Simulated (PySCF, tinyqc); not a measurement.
CIS on RHF in the sto-6g basis, for H3-, spin multiplicity 1, step by step. The basis has no diffuse functions, so it cannot describe the extra electron: this is an exercise in the method, not the real anion. The lowest restricted solution is unstable here: a spin-polarised one lies 0.0956 hartree lower (PySCF). One step of it, computed by the program tinyqc.

Task: CIS matrix, triplets. A(ia,jb) = (e_a - e_i) d_ij d_ab - (ij|ab).

orbital energies (hartree): [-0.170109, 0.580303, 0.918537]

Two-electron integrals over orbitals (pq|rs), unique and non-zero (hartree):
```
(11|11) 0.607258    (21|11) -0.036821   (21|21) 0.110781    (22|11) 0.539202
(22|21) 0.110565    (22|22) 0.716461    (31|31) 0.166114    (32|31) -0.078775
(32|32) 0.047940    (33|11) 0.607530    (33|21) -0.086425   (33|22) 0.481757
(33|33) 0.668216
```

Give: CIS matrix A, triplet.

Result:

CIS matrix A, triplet (hartree), order 1>3, 2>3:
```
[[0.4811, 0.0864],
 [0.0864, -0.1435]]
```
